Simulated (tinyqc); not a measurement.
CMOS latch-up, two-transistor model: one step of the calculation.

A parasitic pnp (emitter at Vdd, base shunted by Rw) and npn (emitter at ground, base shunted by Rs) feed each other: the npn collector current flows out of the pnp base node, the pnp collector current into the npn base node. Forward-active transistors with constant gains: Icn = Isn exp(Vn/Vt), Icp = Isp (exp(Vp/Vt) - 1). A current Ii is injected into the npn base node.

Problem. Response to the injected current, once round the loop per iteration. Icn = Isn exp(Vn/Vt); Vp solves Vp/Rw + Icp/bp = Icn; Vn(new) solves Vn/Rs + (Isn/bn) exp(Vn/Vt) = Icp + Ii.

Parameters, values chosen for the exercise; values close to those of bulk CMOS:
```
symbol,value,unit,meaning
T,300,K,temperature
bn,11.6,,current gain of the npn
bp,5.4,,current gain of the pnp
Isn,9.8e-16,A,saturation current of the npn at T
Isp,9e-16,A,saturation current of the pnp at T
Rs,1100,ohm,substrate resistance shunting the npn
Rw,450,ohm,well resistance shunting the pnp
Ii,0.648,mA,current injected into the substrate
```

Constants: q = 1.602176634e-19 C, kB = 1.380649e-23 J/K, Vt = kB T/q. Results are converted to the units shown.

Vn at the start = 0.57 V

Wanted: Icn; Vp; Icp; Vn after iteration 1.

Solution.

Icn = 0.003688 mA
Vp = 0.001660 V
Icp = 5.967e-14 mA
Vn after iteration 1 = 0.6840 V

Computed by the program tinyqc: `OMP_NUM_THREADS=1 python tinyqc.py 2670058 2670059 out.jsonl`, one thread of a shared Intel Xeon 2.30GHz, about 0.04 s for the whole run.
